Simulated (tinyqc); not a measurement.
Inside a calculation. Method: coupled-perturbed Hartree-Fock on RHF in the 6-311g basis, for H-, spin multiplicity 1. The basis has no diffuse functions, so it cannot describe the extra electron: this is an exercise in the method, not the real anion. The polarisability along this axis is zero because the basis has no function that the field can mix in; the real value is not. Computed by tinyqc, a small Python program that keeps every step (integrals from PySCF). Settings: charge = -1, multiplicity = 1, basis = 6-311g, method = RHF, energy threshold = 1e-10, iteration cap = 68, orthogonalisation = canonical, start = core, DIIS depth = 6. Command: `OMP_NUM_THREADS=1 python tinyqc.py 20391 20392 out.jsonl` (the two numbers bound the seeds that draw the settings). One thread of a shared host (Intel(R) Xeon(R) Processor @ 2.60GHz), about 0.2 s of CPU time with the checks. The early iterations of the SCF are left out here.

## One-electron integrals

Geometry (angstrom):
```
atom         x         y         z
H     0.000000  0.000000  0.000000
```

Basis 6-311g: exponents (1/bohr^2) and contraction coefficients of normalised primitives:
```
element  l (shell)   exponent  coefficient
H            s (1)  33.865000     0.025494
H            s (1)   5.094790     0.190373
H            s (1)   1.158790     0.852161
H            s (2)   0.325840     1.000000
H            s (3)   0.102741     1.000000
```

Overlap, kinetic and nuclear-attraction integrals over the contracted functions; the nuclear repulsion is the sum of Za Zb / Rab.

nuclear repulsion = 0 hartree

overlap S, lower triangle:
```
          1H 1s     1H 2s     1H 3s
1H 1s  1.000000
1H 2s  0.706377  1.000000
1H 3s  0.373664  0.788963  1.000000
```

kinetic energy T (hartree), lower triangle:
```
          1H 1s     1H 2s     1H 3s
1H 1s  2.304348
1H 2s  0.549119  0.488760
1H 3s  0.106346  0.184881  0.154112
```

nuclear attraction V (hartree), lower triangle:
```
           1H 1s      1H 2s      1H 3s
1H 1s  -2.111097
1H 2s  -1.060726  -0.910903
1H 3s  -0.514994  -0.582812  -0.511496
```

core Hamiltonian H = T + V (hartree), lower triangle:
```
           1H 1s      1H 2s      1H 3s
1H 1s   0.193252
1H 2s  -0.511607  -0.422143
1H 3s  -0.408648  -0.397930  -0.357384
```

## Two-electron integrals

Functions are numbered as in S; the eight-fold symmetry (ij|kl) = (ji|kl) = (kl|ij) leaves the list below.

Two-electron integrals (ij|kl) in chemists' order, unique and non-zero (hartree):
```
(11|11) 1.393035   (21|11) 0.822971   (21|21) 0.509703   (22|11) 0.822904
(22|21) 0.543028   (22|22) 0.644106   (31|11) 0.411256   (31|21) 0.257757
(31|22) 0.279868   (31|31) 0.130794   (32|11) 0.543681   (32|21) 0.365771
(32|22) 0.452669   (32|31) 0.189803   (32|32) 0.325140   (33|11) 0.494021
(33|21) 0.340115   (33|22) 0.445993   (33|31) 0.178035   (33|32) 0.331779
(33|33) 0.361682
```

## Orthogonalisation

S = U s U^T; canonical form X = U s^(-1/2), so that X^T S X = 1. Each column of U has its largest component positive (the first on a tie).

eigenvalues of S: 0.109211  0.629350  2.261439

X:
```
               1          2         3
1H 1s  -1.182805   0.952862  0.349221
1H 2s   2.312658  -0.064800  0.427480
1H 3s  -1.552142  -0.822676  0.370813
```

## Iteration 6 (converged): orbitals

converged F (hartree), lower triangle:
```
           1H 1s      1H 2s     1H 3s
1H 1s   1.153994
1H 2s  -0.021484   0.169888
1H 3s  -0.261960  -0.038268  0.063977
```

Diagonalise F' = X^T F X, C = X C', fill 1 alpha and 1 beta electrons from the bottom; D = 2 C_occ C_occ^T. Each column has its largest component positive (the first on a tie).

F' = X^T F X (hartree), lower triangle:
```
           1         2         3
1   2.107638
2  -1.091877  1.501048
3  -0.102564  0.348594  0.094186
```

orbital energies (hartree): MO1 -0.003713, MO2 0.739018, MO3 2.967567

coefficients C:
```
            MO1        MO2        MO3
1H 1s  0.174977   0.085029  -1.546312
1H 2s  0.174688   1.488048   1.813980
1H 3s  0.764770  -1.437421  -0.756565
```

D after iteration 6, lower triangle:
```
          1H 1s     1H 2s     1H 3s
1H 1s  0.061234
1H 2s  0.061133  0.061032
1H 3s  0.267635  0.267193  1.169746
```

## Convergence

Stop when the energy changes by less than 1e-10 hartree and every element of the error matrix X^T (F D S - S D F) X is below 3e-06.

Course of the cycle:
```
iteration  E (hartree)     change  largest element of the error matrix
1          -0.37454721          -                             3.74e-01
2          -0.46493453  -9.04e-02                             3.60e-02
3          -0.46666008  -1.73e-03                             4.82e-03
4          -0.46667188  -1.18e-05                             5.55e-05
5          -0.46667188  -1.00e-09                             5.58e-08
6          -0.46667188  -3.55e-15                             2.73e-08
```

PySCF RHF in the same basis = -0.46667188 hartree

Converged in 6 iterations.

## Integrals over molecular orbitals

(pq|rs) = sum C_ip C_jq C_kr C_ls (ij|kl), one index at a time.

one-electron integrals over orbitals h = C^T H C (hartree), lower triangle:
```
           1         2         3
1  -0.462958
2  -0.131518  0.000966
3   0.034441  0.148299  1.874628
```

Two-electron integrals over orbitals (pq|rs), unique and non-zero (hartree):
```
(11|11) 0.459245    (21|11) 0.131518    (21|21) 0.102796    (22|11) 0.420424
(22|21) 0.120042    (22|22) 0.396446    (31|11) -0.034441   (31|21) -0.050137
(31|22) -0.050440   (31|31) 0.077965    (32|11) -0.099218   (32|21) -0.084884
(32|22) -0.101309   (32|31) 0.082157    (32|32) 0.106288    (33|11) 0.585452
(33|21) 0.253060    (33|22) 0.554751    (33|31) -0.175866   (33|32) -0.271735
(33|33) 1.026164
```

## Response to a field: uncoupled start

dipole integrals <a|z|i> (bohr):
```
          i1
a2  0.000000
a3  0.000000
```

Field along z; U_ai = -mu_ai / (e_a - e_i), alpha = -4 sum U_ai mu_ai.

uncoupled U:
```
          i1
a2  0.000000
a3  0.000000
```

uncoupled polarisability = 0.000000 bohr^3

## Coupled step 1

U_ai = -(mu_ai + sum_bj [4 (ai|bj) - (ab|ij) - (aj|bi)] U_bj) / (e_a - e_i); alpha = -4 sum U_ai mu_ai.

U after step 1:
```
          i1
a2  0.000000
a3  0.000000
```

polarisability = 0.000000 bohr^3

## Coupled polarisability

Repeat until U stops changing; compare with -d2E/dF2.

Course of the coupled iterations:
```
step  alpha (bohr^3)
0           0.000000
1           0.000000
```

coupled polarisability = 0.000000 bohr^3

finite-field check, fields of +/-0.001 au = 2.33e-09 bohr^3
